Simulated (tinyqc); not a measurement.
Pressure series at fixed power: global model of a low-pressure process discharge: electron temperature, density, ion flux and ion energy. Computed by tinyqc, a small Python program. Command: `OMP_NUM_THREADS=1 python tinyqc.py 3112577 3112578 out.jsonl plasma walk`. One thread of a shared host (Intel(R) Xeon(R) Processor @ 2.30GHz), about 0.01 s of CPU time with the checks.

Maxwellian electrons with temperature T_e in eV, one positive ion, no negative ions, uniform bulk density n; rate constants have the Arrhenius form.

Inputs (values chosen for the exercise, of the order of those of an inductive discharge in a simple atomic gas):
```
quantity                      value   unit
ion mass M                       32      u
ionisation prefactor K0     2.7e-14  m^3/s
ionisation energy E_iz         13.1     eV
excitation prefactor X0     1.2e-14  m^3/s
excitation energy E_ex         9.04     eV
elastic rate constant K_el  1.8e-13  m^3/s
ion-neutral cross section   7.4e-19    m^2
gas temperature T_g             300      K
radius R                         11     cm
height L                         14     cm
absorbed power P                180      W
```

Constants: k_B = 1.380649e-23 J/K; e = 1.602176634e-19 C; u = 1.6605390666e-27 kg; m_0 = 9.1093837015e-31 kg.

Method:
- n_g = p/(k_B T_g), lambda_i = 1/(n_g sigma), K_iz = K0 exp(-E_iz/T_e), h_L = 0.86/sqrt(3 + L/(2 lambda_i)), h_R = 0.8/sqrt(4 + R/lambda_i), A_eff = 2 pi R^2 h_L + 2 pi R L h_R and d_eff = pi R^2 L/A_eff follow p.
- Particle balance: K0 exp(-E_iz/T_e) n_g d_eff = u_B, u_B = sqrt(e T_e/M).
- E_c = E_iz + (X0 exp(-E_ex/T_e) E_ex + K_el (3 m_0/M) T_e)/K_iz; E_T = E_c + (5/2) T_e + (T_e/2) ln(M/(2 pi m_0)); n = P/(e u_B A_eff E_T); J = e h_L n u_B. Pressures without a root below 2 E_iz are left out.

Against pressure:
```
p (Pa)  T_e (eV)  E_c (eV)  E_T (eV)  n (1/cm^3)  J (mA/cm^2)
0.1       4.9406     22.26     57.18  8.0282e+10       2.0708
0.2       3.6003     25.56     51.00  1.2076e+11       2.3373
0.5       2.6302     32.04     50.63  1.8622e+11       2.3755
1.0       2.1714     39.47     54.82  2.4629e+11       2.2051
2.0       1.8433     50.23     63.25  3.1240e+11       1.9173
5.0       1.5335     72.52     83.36  3.9841e+11       1.4582
10.0      1.3601     99.70    109.32  4.5134e+11       1.1129
20.0      1.2221    143.41    152.05  4.8148e+11       0.8004
```

What does the comparison show, and why?

T_e falls from 4.94 to 1.22 eV, n changes by a factor 6.0 and J by 0.39; in J = P h_L/(A_eff E_T), E_T changes by a factor 2.66 and is least at 0.5 Pa, between wall losses at high T_e and excitation losses at low T_e.

Extremes, crossings and ranges named in words are read from the listed rows.
